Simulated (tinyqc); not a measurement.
# Trench capacitor in an array: capacitance, non-linearity, leakage and relaxation: several studies

A film between two metal electrodes, each interface adding a series capacitance ci. The small-signal permittivity is ek (1 + aq E^2); the field is found with the linear permittivity. Leakage J = J0 sinh(E/Ef). After a voltage step the film passes a relaxation current kr C V tt^(-nr), tt being the time in seconds. The sidewall is a coaxial capacitor with radii a = dm/2 - t and b = dm/2, depth AR dm; the end face is left out.

Values chosen for this exercise; permittivity of the order of that of hafnium oxide: relative permittivity of the film ek = 19.1; film thickness t = 7.8 nm; capacitance of each electrode interface (dead layer and screening) ci = 1000 uF/cm^2; quadratic field coefficient of the permittivity aq = 0.01 cm^2/MV^2; bias V = 1.2 V; exponent of the relaxation current nr = 0.976; strength of the relaxation kr = 0.00023; leakage prefactor J0 = 5.6e-10 A/cm^2; field for an e-fold rise of the leakage Ef = 0.33 MV/cm; aspect ratio, depth over diameter AR = 20; pitch of the square array pt = 130 nm; resistivity of the inner electrode rho = 1700 uohm cm; duration of the write pulse t0 = 1e-8 s.

Constants: eps0 = 8.8541878128e-14 F/cm where lengths are in cm. Results are converted to the units shown.

Each table varies one quantity; the others keep the values above.

## Capacitance, non-linearity and leakage against thickness

Planar film: Cf = eps0 ek/t, 1/C = 1/Cf + 2/ci, EOT = 3.9 eps0/C, effective permittivity C t/eps0, E = (V/t) C/Cf; quadratic coefficient [C(V)/C - 1]/V^2 with Cf (1 + aq E^2) in C(V).

Results:
```
t (nm)  C (uF/cm^2)  EOT (nm)  effective permittivity  E (MV/cm)  quadratic coefficient (ppm/V^2)  J (A/cm^2)
2.5          6.6743   0.51738                  18.845     4.7359                         1.5322e5   4.7846e-4
5.5          3.0560    1.1299                  18.983     2.1685                            32446   1.9998e-7
8.2          2.0539    1.6813                  19.022     1.4574                            14688   2.3179e-8
12           1.4053    2.4572                  19.046    0.99719                           6885.9   5.7342e-9
18          0.93777    3.6823                  19.064    0.66542                           3069.1   2.0659e-9
27          0.62557    5.5200                  19.076    0.44389                           1366.6   1.0019e-9
40          0.42243    8.1744                  19.084    0.29975                           623.42  5.8155e-10
60          0.28170    12.258                  19.089    0.19989                           277.31  3.6033e-10
```

Estimate the missing row, t = 3.7 nm.

Computed row:
```
t (nm)  C (uF/cm^2)  EOT (nm)  effective permittivity  E (MV/cm)  quadratic coefficient (ppm/V^2)  J (A/cm^2)
3.7          4.5293   0.76240                  18.927     3.2139                            71012   4.7506e-6
```

With this row back in the table: C falls from 6.67 to 0.282 uF/cm^2 while the effective permittivity goes from 18.8 to 19.1 (ek = 19.1). EOT is a straight line in t with slope 3.9/ek = 0.204 and intercept 0.00691 nm. The quadratic coefficient goes as t^(-1.96) between the first two rows and t^(-2.00) between the last two (-2 without interfaces), and J falls by 6.12 decades. For t = 2.5, 3.7 direct tunnelling, left out, would add to the leakage.

## Cell against the diameter of the hole

Per length 1/c = ln(b/a)/(2 pi eps0 ek) + (1/a + 1/b)/(2 pi ci); cell capacitance c AR dm; per footprint over pt^2; fields c V/(2 pi eps0 ek r) at r = a and b; resistance of the inner electrode rho AR dm/(pi a^2); time constant R C/3 of the distributed line. The pitch is scaled as pt dm/(90 nm).

Cell against the diameter of the hole:
```
dm (nm)  cell capacitance (fF)  per footprint (uF/cm^2)  field at a (MV/cm)  field at b (MV/cm)  R (kohm)  R C/3 (ps)
20                      0.2790                    33.43               3.580              0.7877     447.2       41.59
27                      0.6622                    43.54               2.430               1.026     89.94       19.85
36                       1.341                    49.59               2.062               1.168     37.45       16.74
49                       2.705                    54.00               1.867               1.272     19.01       17.14
65                       5.011                    56.85               1.763               1.340     11.53       19.26
87                       9.316                    58.99               1.694               1.390     7.388       22.94
120                      18.23                    60.69               1.644               1.430     4.766       28.97
160                      33.00                    61.79               1.613               1.456     3.322       36.54
```

As dm goes from 20 to 160, the cell capacitance rises from 0.279 to 33.0 fF, the capacitance per footprint rises from 33.4 to 61.8 uF/cm^2, the ratio of the two fields falls from 4.55 to 1.11 and R C/3 goes from 41.6 through a minimum of 16.7 (at dm = 36 among the rows listed) to 36.5 ps; the time constant goes as dm^(-2.46) between the first two rows and dm^(0.81) between the last two.

## Charge lost after writing

Planar film: Cf = eps0 ek/t, 1/C = 1/Cf + 2/ci, EOT = 3.9 eps0/C, effective permittivity C t/eps0, E = (V/t) C/Cf. A capacitor written for t0 and then left open loses, as a share of C V, kr (tt^(1 - nr) - t0^(1 - nr))/(1 - nr) by relaxation and J tt/(C V) by leakage; both are taken as small, and rows far outside that range are left out.

The same in every row: leakage current (nA/cm^2) = 29.04.

Result of one run:
```
tt (s)  relaxation current (nA/cm^2)  loss by relaxation (%)  loss by leakage (%)  total loss (%)
1e-5                         4.520e4                  0.1111             1.121e-5          0.1111
```

What becomes of these results when the time since the start of the write pulse tt is changed from 1e-5 to 0.01 s, all else the same?

Result of the changed run:
```
tt (s)  relaxation current (nA/cm^2)  loss by relaxation (%)  loss by leakage (%)  total loss (%)
0.01                           53.35                  0.2421              0.01121          0.2534
```

The whole series:
```
tt (s)  relaxation current (nA/cm^2)  loss by relaxation (%)  loss by leakage (%)  total loss (%)
1e-6                         4.277e5                 0.07198             1.121e-6         0.07198
1e-5                         4.520e4                  0.1111             1.121e-5          0.1111
0.0001                          4777                  0.1524             1.121e-4          0.1525
0.001                          504.8                  0.1960             0.001121          0.1971
0.01                           53.35                  0.2421              0.01121          0.2534
0.1                            5.638                  0.2909               0.1121          0.4030
1                             0.5958                  0.3424                1.121           1.464
```

The two currents are equal at tt = 0.0186 s. The loss by relaxation grows from 0.0720 to 0.342 %, by 0.0391 points over the first decade and 0.0515 over the last, while the loss by leakage grows tenfold a decade. Leakage is the larger loss for tt = 1 s.

tinyqc, about 0.01 s, one thread, Intel Xeon 2.30GHz (shared host): `OMP_NUM_THREADS=1 python tinyqc.py 2102019 2102020 out.jsonl`
